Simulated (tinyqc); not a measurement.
Resonant-tunnelling diode, transfer matrices and Tsu-Esaki current: effect of temperature at two biases.

Emitter (band edge 0), barrier d1, well Lw, barrier d2, spacer ds, collector (edge -V). The bias drops linearly over these layers and none in the contacts; each layer is cut into ns equal slices, flat at the value of their centres. E is the energy of motion across the layers, C = hbar^2/(2 m0), psi and psi'/m are continuous. Transport is coherent, T(E) is taken as independent of the transverse momentum, and charge in the well is ignored.

The current at V = 0.25 V and at V = 0.383 V, Ef held fixed. For the pair (psi, psi'/m) a flat layer has M = [[cos kd, (m/k) sin kd], [-(k/m) sin kd, cos kd]] with k = sqrt(m (E - U)/C) above its edge U, and M = [[cosh Kd, (m/K) sinh Kd], [(K/m) sinh Kd, cosh Kd]] with K = sqrt(m (U - E)/C) below it. Later slices stand to the left. With M acting on (psi, psi'/m) and v = k/m in each lead, T(E) = 4 vL vR/[(vL vR M12 - M21)^2 + (vR M11 + vL M22)^2]. J = J0 times the integral over E > 0 of T(E) N(E), N = ln[(1 + exp((Ef - E)/Vt))/(1 + exp((Ef - V - E)/Vt))], J0 = q^2 mw m0 kB T/(2 pi^2 hbar^3) (times 1e-4 for A/cm^2 per eV). The integral is converged to the digits shown.

Values chosen for this exercise; masses and offsets close to those of InGaAs wells and InAlAs barriers:
```
symbol,value,unit,meaning
mw,0.042,m0,"mass in the well, spacer and contacts"
U1,0.53,eV,barrier height
m1,0.075,m0,barrier mass
d1,2.6,nm,emitter barrier
Lw,5.1,nm,well width
d2,2.6,nm,collector barrier
ns,3,,slices in each layer
ds,2.1,nm,undoped spacer after the collector barrier
Ef,0.054,eV,Fermi energy of both contacts above their band edges
```

Constants: q = 1.602176634e-19 C, kB = 1.380649e-23 J/K, hbar = 1.054571817e-34 J s, m0 = 9.1093837015e-31 kg, Vt = kB T/q, hbar^2/(2 m0) = 0.0380998212 eV nm^2. Results are converted to the units shown.

Result of one run:

| T (K) | J at 0.25 V (kA/cm^2) | J at 0.383 V (kA/cm^2) | ratio |
|---|---|---|---|
| 150 | 47.37 | 0.8076 | 58.66 |

What becomes of these results when the temperature T is changed from 150 to 400 K, all else the same?

Result of the changed run:

| T (K) | J at 0.25 V (kA/cm^2) | J at 0.383 V (kA/cm^2) | ratio |
|---|---|---|---|
| 400 | 60.35 | 2.356 | 25.62 |

The whole series:

| T (K) | J at 0.25 V (kA/cm^2) | J at 0.383 V (kA/cm^2) | ratio |
|---|---|---|---|
| 40 | 46.14 | 0.6490 | 71.10 |
| 77 | 46.25 | 0.6816 | 67.86 |
| 150 | 47.37 | 0.8076 | 58.66 |
| 220 | 49.89 | 1.008 | 49.50 |
| 300 | 54.03 | 1.370 | 39.43 |
| 400 | 60.35 | 2.356 | 25.62 |

The first current rises from 46.1 to 60.3 kA/cm^2, the second rises from 0.649 to 2.36 kA/cm^2, and their ratio falls from 71.1 to 25.6. Heat lifts electrons to energies where the barriers transmit more, which raises the second current by a far larger factor than the first.

Computed by the program tinyqc: `OMP_NUM_THREADS=1 python tinyqc.py 2600106 2600107 out.jsonl`, one thread of a shared Intel Xeon 2.30GHz, about 0.4 s for the whole run.
